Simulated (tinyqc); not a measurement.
MOSFET in the linear regime without short-channel effects, parameter extraction from computed curves: one step of the calculation.

Inversion charge Q = Cox n Vt W0(exp((Vg - VT)/(n Vt))), W0 the Lambert function and n = nf; u = Q/Cox; mobility mu = mu0/(1 + th1 u + th2 u^2); channel resistance Rch = (L - dL)/(W mu Q); Id = Vd/(Rch + Rsd/W). Cox = eps0 eox/tox. Small Vd, no channel-length or drain effects.

Question. The Y function. Y_i = Id_i/sqrt(gm_i). For Id = beta Vd x/(1 + th x), x = Vg - VT, Y = sqrt(beta Vd) x whatever th. Slope s from points 6 and 9; VT_Y = Vg - Y/s at point 9; beta = s^2/Vd; mobility beta L/(W Cox) with the drawn L; th* = (beta Vd x/Id - 1)/x at point 9.

Inputs (values chosen for the exercise); channel values of the order met in silicon transistors:
```
symbol  value        unit                                                                 meaning
eox      7.36              relative permittivity of the gate insulator (close to silicon nitride)
tox       4.5          nm                                                     insulator thickness
mu0       170  cm^2/(V s)                                                      low-field mobility
th2         0       1/V^2                                      second mobility attenuation factor
W          10          um                                                              gate width
L        0.49          um                                                       drawn gate length
dL      0.006          um                                             drawn less effective length
Vd       0.01           V                                                           drain voltage
```

Constants: eps0 = 8.8541878128e-14 F/cm where lengths are in cm. Results are converted to the units shown.

```
point  Vg (V)       Id (uA)
0        0.21  4.6592281e-5
1        0.36  0.0082372575
2        0.51    0.83196157
3        0.66     5.5020424
4        0.81     11.488504
5        0.96     17.523431
6        1.11     23.360266
7        1.26     28.935554
8        1.41     34.236341
9        1.56     39.267488
10       1.71     44.040764
```

gm, point 1 to 9 (uS): 2.7730499  18.312684  35.521807  40.071295  39.572541  38.040411  36.253584  34.439780  32.681408

Wanted: Y; s; VT_Y; beta; mobility from Y; th*.

Answer.

Y, point 1 to 9 (uA^0.5 V^0.5): 0.004947  0.1944  0.9232  1.815  2.786  3.788  4.806  5.834  6.869
s = 6.847 uA^0.5 V^-0.5
VT_Y = 0.5569 V
beta = 4689 uA/V^2
mobility from Y = 158.6 cm^2/(V s)
th* = 0.1971 1/V

The mobility from Y is 7.8 % below mu0 L/(L - dL) = 172 cm^2/(V s), which it should reach in deep inversion when th2 = 0.

Program tinyqc, `OMP_NUM_THREADS=1 python tinyqc.py 2210126 2210127 out.jsonl`; Intel Xeon 2.30GHz, shared host, one thread, about 0.01 s.
